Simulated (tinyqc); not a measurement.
Empirical pseudopotential in a few plane waves, step by step. One step of it, computed by the program tinyqc.

Question. Levels at k. Diagonalise the Hermitian matrix.

H(k) at k (eV):
```
                     +0+0+0               -1-1-1               -1-1+1               -1+1-1
+0+0+0             1.467486   2.280101+0.856240i  -2.280101+0.856240i  -2.280101+0.856240i
-1-1-1   2.280101-0.856240i             8.571948   0.000000-1.238118i   0.000000-1.238118i
-1-1+1  -2.280101-0.856240i   0.000000+1.238118i            17.983053            -0.108846
-1+1-1  -2.280101-0.856240i   0.000000+1.238118i            -0.108846            13.000703
-1+1+1  -2.280101+0.856240i             0.108846   0.000000+1.238118i   0.000000+1.238118i
+1-1-1  -2.280101-0.856240i   0.000000+1.238118i            -0.108846            -0.108846
+1-1+1  -2.280101+0.856240i             0.108846   0.000000+1.238118i             0.000000
+1+1-1  -2.280101+0.856240i             0.108846             0.000000   0.000000+1.238118i
+1+1+1   2.280101+0.856240i             0.000000             0.108846             0.108846
-2+0+0   0.000000-1.238118i  -2.280101+0.856240i  -2.280101-0.856240i  -2.280101-0.856240i
+0-2+0   0.000000-1.238118i  -2.280101+0.856240i  -2.280101-0.856240i   0.548379-0.346344i
+0+0-2   0.000000-1.238118i  -2.280101+0.856240i   0.548379-0.346344i  -2.280101-0.856240i
+0+0+2   0.000000+1.238118i  -0.548379-0.346344i   2.280101+0.856240i  -0.548379+0.346344i
+0+2+0   0.000000+1.238118i  -0.548379-0.346344i  -0.548379+0.346344i   2.280101+0.856240i
+2+0+0   0.000000+1.238118i  -0.548379-0.346344i  -0.548379+0.346344i  -0.548379+0.346344i

                     -1+1+1               +1-1-1               +1-1+1               +1+1-1
+0+0+0  -2.280101-0.856240i  -2.280101+0.856240i  -2.280101-0.856240i  -2.280101-0.856240i
-1-1-1             0.108846   0.000000-1.238118i             0.108846             0.108846
-1-1+1   0.000000-1.238118i            -0.108846   0.000000-1.238118i             0.000000
-1+1-1   0.000000-1.238118i            -0.108846             0.000000   0.000000-1.238118i
-1+1+1            22.411808             0.000000            -0.108846            -0.108846
+1-1-1             0.000000             8.202885   0.000000-1.238118i   0.000000-1.238118i
+1-1+1            -0.108846   0.000000+1.238118i            17.613990            -0.108846
+1+1-1            -0.108846   0.000000+1.238118i            -0.108846            12.631640
+1+1+1   0.000000+1.238118i             0.108846   0.000000+1.238118i   0.000000+1.238118i
-2+0+0   2.280101-0.856240i   0.548379-0.346344i  -0.548379-0.346344i  -0.548379-0.346344i
+0-2+0  -0.548379-0.346344i  -2.280101-0.856240i   2.280101-0.856240i  -0.548379-0.346344i
+0+0-2  -0.548379-0.346344i  -2.280101-0.856240i  -0.548379-0.346344i   2.280101-0.856240i
+0+0+2  -2.280101+0.856240i  -0.548379+0.346344i  -2.280101+0.856240i   0.548379+0.346344i
+0+2+0  -2.280101+0.856240i  -0.548379+0.346344i   0.548379+0.346344i  -2.280101+0.856240i
+2+0+0   0.548379+0.346344i   2.280101+0.856240i  -2.280101+0.856240i  -2.280101+0.856240i

                     +1+1+1               -2+0+0               +0-2+0               +0+0-2
+0+0+0   2.280101-0.856240i   0.000000+1.238118i   0.000000+1.238118i   0.000000+1.238118i
-1-1-1             0.000000  -2.280101-0.856240i  -2.280101-0.856240i  -2.280101-0.856240i
-1-1+1             0.108846  -2.280101+0.856240i  -2.280101+0.856240i   0.548379+0.346344i
-1+1-1             0.108846  -2.280101+0.856240i   0.548379+0.346344i  -2.280101+0.856240i
-1+1+1   0.000000-1.238118i   2.280101+0.856240i  -0.548379+0.346344i  -0.548379+0.346344i
+1-1-1             0.108846   0.548379+0.346344i  -2.280101+0.856240i  -2.280101+0.856240i
+1-1+1   0.000000-1.238118i  -0.548379+0.346344i   2.280101+0.856240i  -0.548379+0.346344i
+1+1-1   0.000000-1.238118i  -0.548379+0.346344i  -0.548379+0.346344i   2.280101+0.856240i
+1+1+1            22.042745  -0.548379-0.346344i  -0.548379-0.346344i  -0.548379-0.346344i
-2+0+0  -0.548379+0.346344i            20.289696            -0.108846            -0.108846
+0-2+0  -0.548379+0.346344i            -0.108846            15.491878            -0.108846
+0+0-2  -0.548379+0.346344i            -0.108846            -0.108846            10.509528
+0+0+2  -2.280101-0.856240i             0.108846             0.108846             0.000000
+0+2+0  -2.280101-0.856240i             0.108846             0.000000             0.108846
+2+0+0  -2.280101-0.856240i             0.000000             0.108846             0.108846

                     +0+0+2               +0+2+0               +2+0+0
+0+0+0   0.000000-1.238118i   0.000000-1.238118i   0.000000-1.238118i
-1-1-1  -0.548379+0.346344i  -0.548379+0.346344i  -0.548379+0.346344i
-1-1+1   2.280101-0.856240i  -0.548379-0.346344i  -0.548379-0.346344i
-1+1-1  -0.548379-0.346344i   2.280101-0.856240i  -0.548379-0.346344i
-1+1+1  -2.280101-0.856240i  -2.280101-0.856240i   0.548379-0.346344i
+1-1-1  -0.548379-0.346344i  -0.548379-0.346344i   2.280101-0.856240i
+1-1+1  -2.280101-0.856240i   0.548379-0.346344i  -2.280101-0.856240i
+1+1-1   0.548379-0.346344i  -2.280101-0.856240i  -2.280101-0.856240i
+1+1+1  -2.280101+0.856240i  -2.280101+0.856240i  -2.280101+0.856240i
-2+0+0             0.108846             0.108846             0.000000
+0-2+0             0.108846             0.000000             0.108846
+0+0-2             0.000000             0.108846             0.108846
+0+0+2            29.331738            -0.108846            -0.108846
+0+2+0            -0.108846            24.349388            -0.108846
+2+0+0            -0.108846            -0.108846            19.551570
```

Give: eigenvalues.

Answer.

eigenvalues (eV): -4.064  5.605  7.959  8.718  12.862  13.898  15.131  16.647  18.007  20.217  21.775  22.673  25.370  27.118  31.533
